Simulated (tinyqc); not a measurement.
# Electron mobility in a silicon inversion layer, empirical terms and Matthiessen rule: several studies

Inversion layer of sheet density Ns on a uniformly doped body. The mobility terms are empirical power laws with prefactors chosen for the exercise; adding their inverses (Matthiessen) is itself an approximation.

Values chosen for this exercise; material values close to those of silicon:
```
symbol,value,unit,meaning
T,325,K,temperature
Eg,1.14,eV,band gap
eps_r,11.7,,relative permittivity of the semiconductor
Nc,3.17e19,cm^-3,conduction-band density of states at T
Nv,3e19,cm^-3,valence-band density of states at T
Nb,1e17,cm^-3,body doping
Vsb,0,V,reverse body bias
eta,0.5,,weight of the inversion charge in the effective field
Ap,393,cm^2/(V s),phonon-limited mobility at 1 MV/cm and 300 K
As,806,cm^2/(V s),roughness-limited mobility at 1 MV/cm
gs,2,,exponent of the roughness term
Ac,3900,cm^2/(V s),Coulomb prefactor
Nit,3.1e11,cm^-2,charge at the interface
Ns,9e12,cm^-2,inversion density
```

Constants: q = 1.602176634e-19 C, kB = 1.380649e-23 J/K, Vt = kB T/q, eps0 = 8.8541878128e-14 F/cm where lengths are in cm. Results are converted to the units shown.

Each table varies one quantity; the others keep the values above.

## Effect of the charge at the interface

ni = sqrt(Nc Nv) exp(-Eg/(2 Vt)), Eg in volts; Ndep = sqrt(2 eps0 eps_r Nb (2 Vt ln(Nb/ni) + Vsb)/q); E = q (Ndep + eta Ns)/(eps0 eps_r), in MV/cm. With t = T/(300 K): muC = Ac (Ns/1e12 cm^-2) t/(Nb/1e17 cm^-3 + Nit/1e11 cm^-2), muP = Ap E^(-1/3) t^(-1.75), muS = As E^(-gs); 1/mu is the sum of the inverses.

The same in every row: E (MV/cm) = 0.85513; muP (cm^2/(V s)) = 359.93; muS (cm^2/(V s)) = 1102.2.

Effect of the charge at the interface:
```
Nit (cm^-2)	muC (cm^2/(V s))	mu (cm^2/(V s))
1e10	34568	269.21
3.2e10	28807	268.80
1e11	19012	267.51
3.2e11	9053.6	263.43
1e12	3456.8	251.58
3.2e12	1152.3	219.61
1e13	376.49	157.69
```

Read the table: what changes, and by how much?

As Nit goes from 1e10 to 1e13 cm^-2, E stays at 0.855 MV/cm and mu falls from 269 to 158 cm^2/(V s). The phonon term is the smallest in the first and the last row.

## Effect of the body doping

Same model as above.

Result of one run:
```
Nb (cm^-3)	E (MV/cm)	muC (cm^2/(V s))	muP (cm^2/(V s))	muS (cm^2/(V s))	mu (cm^2/(V s))
2.1e17	0.9324	7312	349.7	927.1	245.4
```

What becomes of these results when the body doping Nb is changed from 2.1e17 to 4.4e16 cm^-3, all else the same?

Result of the changed run:
```
Nb (cm^-3)	E (MV/cm)	muC (cm^2/(V s))	muP (cm^2/(V s))	muS (cm^2/(V s))	mu (cm^2/(V s))
4.4e16	0.7985	1.074e4	368.2	1264	277.8
```

The whole series:
```
Nb (cm^-3)	E (MV/cm)	muC (cm^2/(V s))	muP (cm^2/(V s))	muS (cm^2/(V s))	mu (cm^2/(V s))
2e16	0.7631	1.152e4	373.8	1384	287.0
4.4e16	0.7985	1.074e4	368.2	1264	277.8
9.7e16	0.8526	9343	360.3	1109	264.2
2.1e17	0.9324	7312	349.7	927.1	245.4
4.7e17	1.059	4875	335.2	718.9	218.4
1e18	1.237	2903	318.2	526.3	185.6
2.3e18	1.537	1457	296.0	341.1	142.9
5e18	1.963	716.1	272.8	209.2	101.6
```

As Nb goes from 2e16 to 5e18 cm^-3, E rises from 0.763 to 1.96 MV/cm and mu falls from 287 to 102 cm^2/(V s). The smallest term is the phonon one in the first row and the roughness one in the last. For Nb = 2.3e18 to 5e18 cm^-3 E passes 1.5 MV/cm, beyond the usual range of such laws.

## Universality: two dopings at the same effective field

Same model as above.

For each E, Ns is chosen to give that field on bodies with Nb = 1e16 and 1e17 cm^-3; the last column leaves out muC.

Universality: two dopings at the same effective field:
```
E (MV/cm)	Ns, light body (cm^-2)	mu, light (cm^2/(V s))	Ns, heavy body (cm^-2)	mu, heavy (cm^2/(V s))	without muC (cm^2/(V s))
0.169	1.5880e12	469.33	1.2723e11	107.75	604.68
0.228	2.3510e12	459.80	8.9020e11	339.81	539.75
0.309	3.3985e12	430.99	1.9377e12	384.88	476.79
0.418	4.8080e12	390.18	3.3472e12	371.02	415.73
0.565	6.7090e12	341.43	5.2482e12	333.24	355.12
0.765	9.2953e12	286.97	7.8345e12	283.52	293.84
1.03	1.2722e13	230.85	1.1261e13	229.44	234.06
1.4	1.7507e13	173.93	1.6046e13	173.41	175.24
```

The heavily doped body has 0.230 of the mobility of the light one in the first row and 0.997 in the last; there they lie 1.0 % below and 0.75 % below the curve without Coulomb scattering, which depends on E alone. The heavy body leaves that curve at low E because its field comes mostly from depletion charge and few carriers screen.

Numbers from tinyqc (`OMP_NUM_THREADS=1 python tinyqc.py 2510146 2510147 out.jsonl`; about 0.01 s on one thread of a shared Intel Xeon 2.30GHz).
